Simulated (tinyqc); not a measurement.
Shallow acceptor in the spherical model (Baldereschi-Lipari), strong spin-orbit limit: one step, computed by the program tinyqc. Command: `OMP_NUM_THREADS=1 python tinyqc.py 3001691 3001692 out.jsonl acceptor walk`. One thread of a shared host (Intel(R) Xeon(R) Processor @ 2.30GHz), about 0.01 s of CPU time with the checks.

The 1S(3/2) state has an s envelope f(r) and a d envelope g(r). In effective units they obey -(f'' + 2f'/r + 2f/r) + mu (g'' + 5g'/r + 3g/r^2) = E f and -(g'' + 2g'/r - 6g/r^2 + 2g/r) + mu (f'' - f'/r) = E g. The cubic term, the split-off band and the central cell are left out.

Question. Matrices in a small basis. zeta_i = zeta_1 beta^(i-1), i = 1..n, in both channels. Basis: f_i = exp(-zeta_i r), g_i = r exp(-zeta_i r), weight r^2 dr, s = zeta_i + zeta_j. S_ff = 2/s^3, H_ff = zeta_i zeta_j S_ff - 2/s^2; S_gg = 24/s^5, H_gg = 8/s^3 + 24 zeta_i zeta_j/s^5 - 12/s^4; H(f_i, g_j) = mu (6 zeta_i^2/s^4 + 2 zeta_i/s^3); S_fg = 0. Each function is normalised by sqrt(S_ii).

Inputs (values chosen for the exercise, modelled on germanium): functions per channel n = 2; smallest exponent zeta_1 = 0.86 1/a*; ratio beta of exponents = 2.

mu = 0.7792366

Give: H; S.

Answer.

H (Ry*), lower triangle (symmetric):
```
         f1       f2      g1     g2
f1  -0.9804
f2  -0.9225  -0.4816
g1   0.8319    1.673  0.8657
g2    1.115    3.327   1.794  5.183
```

S, lower triangle (symmetric):
```
       f1     f2     g1     g2
f1  1.000
f2  0.838  1.000
g1  0.000  0.000  1.000
g2  0.000  0.000  0.745  1.000
```
